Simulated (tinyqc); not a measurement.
# From J_0 back to temperature T

Model: Schottky barrier with interface states (Cowley-Sze model), image lowering and contact resistance. Computed by tinyqc, a small Python program. Command: `OMP_NUM_THREADS=1 python tinyqc.py 3030630 3030631 out.jsonl pinning inv`. One thread of a shared host (Intel(R) Xeon(R) Processor @ 2.30GHz), about 0.05 s of CPU time with the checks.

An n-type semiconductor under a metal. The barrier lies between the Schottky-Mott limit phi_M - chi and the Bardeen limit E_g - E_n, E_n being the neutrality level of the interface states; the space-charge term of the full Cowley-Sze expression is left out.

Inputs (values chosen for the exercise, for a model semiconductor):

| quantity | value | unit |
|---|---|---|
| gap E_g | 0.612 | eV |
| electron affinity chi | 4.18 | eV |
| metal work function phi_M | 4.37 | eV |
| neutrality level E_n above the valence band | 0.137 | eV |
| optical dielectric constant eps_opt | 15 | - |
| dielectric constant eps_s | 18.3 | - |
| electron mass m_e | 0.0299 | m_0 |
| valleys M_c | 1 | - |
| donor density N | 1.9e+17 | cm^-3 |
| reverse bias V_r | 2.3 | V |

Pinning factor from: Moench relation.

Constants: k_B = 8.617333262e-05 eV/K; m_0 = 9.1093837015e-31 kg; k_B = 1.380649e-23 J/K; h = 6.62607015e-34 J s; eps_0 = 8.8541878128e-12 F/m; e = 1.602176634e-19 C.

Method:
- S = 1/(1 + 0.1 (eps_opt - 1)^2), an empirical relation for metal-induced gap states.
- phi_B = S (phi_M - chi) + (1 - S)(E_g - E_n); the hole barrier is E_g - phi_B.
- N_c = 2 M_c (2 pi m_e k_B T/h^2)^(3/2); xi = E_c - E_F solves N = N_c F_1/2(-xi/k_B T) (bisection; full ionisation).
- F_1/2(eta) = (2/sqrt(pi)) int_0^infinity sqrt(x)/(1 + exp(x - eta)) dx, by the trapezoid rule in t = sqrt(x) with step 0.02 up to t = 12 (for eta < -12 by exp(eta) - exp(2 eta)/2^(3/2)).
- V_bi = phi_B - xi; W = sqrt(2 eps_s eps_0 (V_bi + V_r - k_B T/e)/(e N)); field at the metal E_m = e N W/(eps_s eps_0); image lowering sqrt(e E_m/(4 pi eps_s eps_0)).
- A* = 4 pi e m_e M_c k_B^2/h^3 (a simple valley count); J_s = A* T^2 exp(-phi/k_B T).
- J_0 uses phi_B; the reverse current uses phi_B less the image lowering, times 1 - exp(-V_r/k_B T).

Task: A run gave the result below. Find the temperature T, known to lie between 360 and 600 K.

J_0 = 4.50706 A/cm^2

Result:

Each step takes the trial c = (a f_b - b f_a)/(f_b - f_a), f being the result less the target and a, b, c the logarithms of the listed values; c replaces end b, the old b replaces a if the sign of f changed, and otherwise f_a is halved.

Scan of the range:

| temperature T (K) | J_0 (A/cm^2) |
|---|---|
| 360 | 1.62951e-01 |
| 392 | 6.50200e-01 |
| 427 | 2.36219e+00 |
| 465 | 7.80137e+00 |
| 506 | 2.34725e+01 |
| 551 | 6.60220e+01 |
| 600 | 1.73048e+02 |

False position (Illinois rule, in the logarithm of the input) inside the bracket:

| step | end a | end b | trial | J_0 (A/cm^2) |
|---|---|---|---|---|
| 1 | 427.000 | 465.000 | 441.599 | 3.82349 |
| 2 | 465.000 | 441.599 | 445.535 | 4.33172 |
| 3 | 465.000 | 445.535 | 447.372 | 4.58829 |
| 4 | 445.535 | 447.372 | 446.789 | 4.50556 |
| 5 | 447.372 | 446.789 | 446.800 | 4.50705 |
| 6 | 447.372 | 446.800 | 446.800 | 4.50707 |
| 7 | 446.800 | 446.800 | 446.800 | 4.50706 |

J_0 rises at every point of a 13-point scan of the range (every second point is shown), so one value fits; it is bracketed by 427 and 465. Answer: temperature T = 446.8 K.

Caution: the field is near or above breakdown for such a gap, so avalanche or tunnelling current would take over. Caution: the field is near breakdown. Caution: the semiconductor is degenerate: the k_B T/e term in W and the parabolic band are then rough.
